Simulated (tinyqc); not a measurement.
Threshold spread from leakage statistics.

Inverse problem. VT is Gaussian with standard deviation s and Ioff goes as exp(-VT/(n Vt)), so Ioff is log-normal: mean/median = exp(w^2/2) with w = s/(n Vt). Find w, s, the relative standard deviation sqrt(exp(w^2) - 1) and the share of devices that leak more than the mean, erfc(w/(2 sqrt(2)))/2.

Values chosen for this exercise: temperature T = 293 K; subthreshold factor n = 1.44.

Constants: q = 1.602176634e-19 C, kB = 1.380649e-23 J/K, Vt = kB T/q. Results are converted to the units shown.

mean/median of the off current = 1.0165352

Solution. w = sqrt(2 ln(mean/median)); the mean lies w/2 standard deviations out in ln Ioff.

w = 0.1811
s = 6.585 mV
relative standard deviation = 0.1826
share above the mean = 46.39 %

Numbers from tinyqc (`OMP_NUM_THREADS=1 python tinyqc.py 2090138 2090139 out.jsonl`; about 0.01 s on one thread of a shared Intel Xeon 2.30GHz).
